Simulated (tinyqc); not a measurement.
Ellipsometry and reflectance of a transparent film on an absorbing substrate: one step of the calculation.

Air (index 1), film, substrate with N2 = n2 - i k2; time factor exp(+i w t). q_j = sqrt(N_j^2 - sin^2 th), root with positive real part. Fresnel coefficients r_s = (q_a - q_b)/(q_a + q_b), r_p = (N_b^2 q_a - N_a^2 q_b)/(N_b^2 q_a + N_a^2 q_b). tan(Psi) exp(i Delta) = R_p/R_s, Delta taken from 0 to 360 degrees.

Task. Psi, Delta and reflectances. beta = 2 pi d q1/lam, X = exp(-2 i beta), R = (r01 + r12 X)/(1 + r01 r12 X) for p and s.

Values chosen for this exercise:
- lam = 546.1 nm (wavelength)
- d = 110 nm (film thickness)

q1 = 1.1304326
r01,p = -0.20933962
r01,s = -0.53544159
r12,p = 0.37430721-0.00307978i
r12,s = -0.55731076+0.00276122i

Give: beta; X; R_p; R_s; Psi; Delta; |R_p|^2; |R_s|^2.

Result.

beta = 1.4307 rad
X = -0.96100-0.27656i
R_p = -0.53153-0.08310i
R_s = -0.02263+0.20993i
Psi = 68.571 degrees
Delta = 92.733 degrees
|R_p|^2 = 0.28943
|R_s|^2 = 0.044583

The bare substrate gives Psi = 12.01 and Delta = 178.97 degrees.

Program tinyqc, `OMP_NUM_THREADS=1 python tinyqc.py 2870145 2870146 out.jsonl`; Intel Xeon 2.30GHz, shared host, one thread, about 0.01 s.
